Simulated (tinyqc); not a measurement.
## Free and trapped electrons in a MOS channel with a dense trap tail: free and trapped charge against gate voltage

p-type body, charge-sheet picture, full ionisation (an idealisation for deep acceptors), Boltzmann statistics for free electrons. e = Ec - EF at the surface. Acceptor-like traps of density D(E) = D0 + De exp(-E/Ew) at depth E below Ec, from 0 to Eu, hold n_t = integral of D(E)/(1 + exp((e - E)/Vt)). psi = Eg - Vt ln(Nv/Na) - e; N_dep = sqrt(2 eps0 eps_r Na (psi - Vt)/q); n_f = sqrt(N_dep^2 + 2 eps0 eps_r Vt Nc exp(-e/Vt)/q) - N_dep; Vg = Vfb + psi + q (N_dep + n_t + n_f)/Cox, Cox = eps0 eox/tox.

Free share n_f/(n_f + n_t); swing ln 10 n_f/(dn_f/dVg); field-effect mobility mf q (dn_f/dVg)/Cox, for a constant mf; oxide field q (N_dep + n_t + n_f)/(eps0 eox).

Values chosen for this exercise; band and dielectric values close to those of 4H silicon carbide: temperature T = 300 K; band gap Eg = 3.28 eV; relative permittivity eps_r = 9.85; conduction-band density of states at T Nc = 1.71e19 cm^-3; valence-band density of states at T Nv = 2.47e19 cm^-3; relative permittivity of the insulator eox = 3.9; insulator thickness tox = 59 nm; acceptor density Na = 1.3e17 cm^-3; flat-band voltage without trapped charge Vfb = -2.16 V; constant background density of acceptor-like traps D0 = 1.5e10 cm^-2 eV^-1; density of the tail at the conduction edge De = 1.6e13 cm^-2 eV^-1; decay energy of the tail Ew = 0.1 eV; depth below Ec down to which the traps reach Eu = 0.91 eV; mobility of free electrons mf = 95 cm^2/(V s).

Constants: q = 1.602176634e-19 C, kB = 1.380649e-23 J/K, Vt = kB T/q, eps0 = 8.8541878128e-14 F/cm where lengths are in cm. Results are converted to the units shown.

Result of one run:
columns A: e (eV); B: n_f (cm^-2); C: n_t (cm^-2); D: free share (%); E: swing (mV/decade); F: field-effect mobility (cm^2/(V s)); G: oxide field (MV/cm)
```
A               B         C      D     E      F      G
0.01786  5.129e11  1.277e12  28.66  4685  65.54  1.802
```

Which gate voltage Vg gave this result: 7.5, 11.6, 13, 14.4 or 15.7 V?

Vg = 11.6 V.

The whole series:
columns A: Vg (V); B: e (eV); C: n_f (cm^-2); D: n_t (cm^-2); E: free share (%); F: swing (mV/decade); G: field-effect mobility (cm^2/(V s)); H: oxide field (MV/cm)
```
A            B         C         D         E        F         G       H
6.2     0.3568   1.233e6  5.862e10  0.002103    203.5  0.003627  0.9445
7.5     0.1559   2.829e9  3.866e11    0.7264    745.3     2.273   1.131
8.9    0.07967  5.256e10  7.943e11     6.207     1630     19.31   1.355
10.3   0.04034  2.295e11  1.101e12     17.25     2965     46.35   1.586
11.6   0.01786  5.129e11  1.277e12     28.66     4685     65.54   1.802
13    0.001175  9.013e11  1.388e12     39.37     6959     77.56   2.037
14.4  -0.01120  1.338e12  1.454e12     47.93     9532     84.07   2.272
15.7  -0.02035  1.768e12  1.493e12     54.22  1.210e4     87.51   2.491
17.1  -0.02855  2.245e12  1.521e12     59.62  1.498e4     89.75   2.727
```

n_f reaches 1e11 cm^-2 at Vg = 9.41 V, against 6.89 V without traps. The free share rises from 0.00210 to 59.6 % and the field-effect mobility rises from 0.00363 to 89.7 cm^2/(V s), although mf = 95 is constant: in the last row 94.5 % of Cox dVg goes into free electrons. The swing in the first row is 204 mV a decade (Vt ln 10 = 59.5). For Vg = 10.3, 11.6, 13, 14.4, 15.7, 17.1 EF lies less than 2 Vt below the band edge, or above it, where degeneracy and confinement, left out, matter.

Computed by the program tinyqc: `OMP_NUM_THREADS=1 python tinyqc.py 2222019 2222020 out.jsonl`, one thread of a shared Intel Xeon 2.30GHz, about 0.02 s for the whole run.
